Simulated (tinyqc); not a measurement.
## A spin-degenerate level with charging energy between two leads, rate equations: current against bias

States 0, up, down and 2 with energies 0, e1 - Ez/2, e1 + Ez/2 and 2 e1 + U. mu_L = +V/2, mu_R = -V/2 (meV), f(x) = 1/(1 + exp(x/kB T)). A transition that adds one electron of given spin at the energy E has the rate G f(E - mu) from each lead, and its reverse G [1 - f(E - mu)]. I counts electrons leaving the left lead, times q.

Transition energies: 0-up e1 - Ez/2, 0-down e1 + Ez/2, up-2 e1 + U + Ez/2, down-2 e1 + U - Ez/2. dp/dt = W p; W_ji is the rate from state i to j, and each column sums to zero. Steady state: W p = 0 with sum p = 1. I = q GL sum over transitions i-j of [fL p_i - (1 - fL) p_j].

Parameters, values chosen for the exercise:
```
symbol,value,unit,meaning
U,9.4,meV,charging energy of the second electron
e1,-5.63,meV,level
GL,0.93,1/ns,tunnel rate to the left lead
GR,0.62,1/ns,tunnel rate to the right lead
T,5.5,K,temperature
Ez,1.3,meV,Zeeman splitting
```

Constants: q = 1.602176634e-19 C, kB = 1.380649e-23 J/K, Vt = kB T/q. Results are converted to the units shown.

Current against bias:
```
V (mV)   I (pA)  I (GL + GR)/(q GL GR)  mean number  p(up) - p(down)
0.94    0.02364               3.966e-4        1.000            0.879
2.38     0.1243               0.002085        1.001            0.878
3.82     0.5685               0.009539        1.003            0.873
5.26      2.540                0.04261        1.012            0.853
6.71      10.63                 0.1783        1.051            0.773
8.15      34.16                 0.5731        1.159            0.548
9.59      67.84                  1.138        1.287            0.274
11.03     90.59                  1.520        1.322            0.150
12.47     104.5                  1.754        1.283           0.0837
13.91     114.1                  1.914        1.231           0.0304
15.35     117.9                  1.978        1.208          7.83e-3
16.79     118.9                  1.995        1.202          1.78e-3
18.24     119.1                  1.999        1.200          3.90e-4
```

What does the table show?

The scaled current rises from 3.97e-4 to 2.00. A transition enters the bias window when V = 2 |E|: at 6.24, 8.84, 9.96, 12.6 mV, each step a few kB T = 0.474 meV wide. With all four transitions inside, the scaled current tends to 2 and the mean number to 2 GL/(GL + GR) = 1.20; the last row has 2.00 and 1.20.

Range of the model: Rate equations need hbar G well below kB T; cotunnelling and the Kondo effect are left out.

tinyqc, about 0.01 s, one thread, Intel Xeon 2.30GHz (shared host): `OMP_NUM_THREADS=1 python tinyqc.py 2780115 2780116 out.jsonl`
